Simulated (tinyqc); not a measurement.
The integration grid: Kohn-Sham PBE on finer and finer grids in the sto-3g basis, for H6, spin multiplicity 1. Computed by the program tinyqc with PySCF. Self-consistent on each grid; the net force on the molecule should vanish.

Geometry (angstrom):
```
atom       x       y       z
H     0.0000  0.0000  0.0000
H     0.0000  0.0000  0.8380
H     0.0000  0.0000  1.9740
H     0.0000  0.0000  2.8120
H     0.0000  0.0000  3.9490
H     0.0000  0.0000  4.7860
```

Kohn-Sham energy on Becke grids (radial x angular points per atom):
```
grid       points  residual of the electron count  E (hartree)  E - finest (mhartree)  largest net force without grid terms (hartree/bohr)
10 x 14       814                        2.60e-02    -3.413093             -10.278984                                             3.97e-06
15 x 26      2299                       -1.60e-02    -3.401926               0.888119                                             1.47e-06
20 x 50      5948                        2.29e-04    -3.402884              -0.070324                                             1.30e-07
30 x 86     15400                        1.74e-05    -3.402835              -0.020755                                             3.69e-08
50 x 194    58068                        2.60e-08    -3.402814               0.000027                                             1.57e-10
75 x 302   135701                        4.14e-09    -3.402814               0.000000                                             4.58e-12
120 x 590  423793                        6.35e-12    -3.402814               0.000000                                             3.74e-14
```

What does the comparison show, and why?

The energy is within 0.1 mhartree of the finest grid first at 20 x 50. The error has both signs, since quadrature is not variational. The electron count and the net force are cheap signs of a poor grid.
